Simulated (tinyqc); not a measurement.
The network against temperature: hopping conduction between localised states. Computed by tinyqc, a small Python program. Command: `OMP_NUM_THREADS=1 python tinyqc.py 3021707 3021708 out.jsonl hop walk`. One thread of a shared host (Intel(R) Xeon(R) Processor @ 2.30GHz), about 0.01 s of CPU time with the checks.

Energies are counted from the Fermi level. A small network shows the mechanism; the laws of an infinite system follow.

Inputs (values chosen for the exercise, for a model amorphous semiconductor): localisation length xi = 0.83 nm; temperature T = 50 K.

Dimension: 3D.

sites of the small network (nm, nm, meV):
```
      x     y  energy
1     0  1.05    0.28
2  1.07  2.43   -5.67
3  2.97  2.53    2.47
4  4.14   1.7    -9.1
5  5.64  0.43    0.09
6  7.29  1.37   -4.53
7   8.8  0.62    0.91
```

Constants: k_B = 8.617333262e-05 eV/K.

Method:
- Miller-Abrahams exponent s_ij = 2 r_ij/xi + (|E_i| + |E_j| + |E_i - E_j|)/(2 k_B T); G_ij = G_0 exp(-s_ij).
- Site 1 is held at potential 1 and site 7 at 0; Kirchhoff's law sum_j G_ij (u_i - u_j) = 0 fixes the others; G = sum_j G_1j (1 - u_j).
- Critical exponent s_c: the smallest value such that bonds with s_ij <= s_c connect site 1 with site 7.
- The last column is the length of the critical bond.

Network:
```
T (K)  -ln(G/G_0)     s_c  critical hop (nm)
15         10.563  10.096             3.3969
22          9.582   9.488             3.3969
35          8.412   7.783             1.9654
50          7.708   6.869             1.9654
75          7.142   6.158             1.9654
120         6.718   5.625             1.9654
250         6.354   5.163             1.9654
750         6.133   4.878             1.9654
```

What follows from these numbers?

-ln(G/G_0) follows s_c within 1.3. The critical hop is 3.40 nm long at the lowest T and 1.97 nm at the highest: on cooling the carrier goes farther to find a site of nearer energy, which is variable-range hopping.

Extremes, crossings and ranges named in words are read from the listed rows.
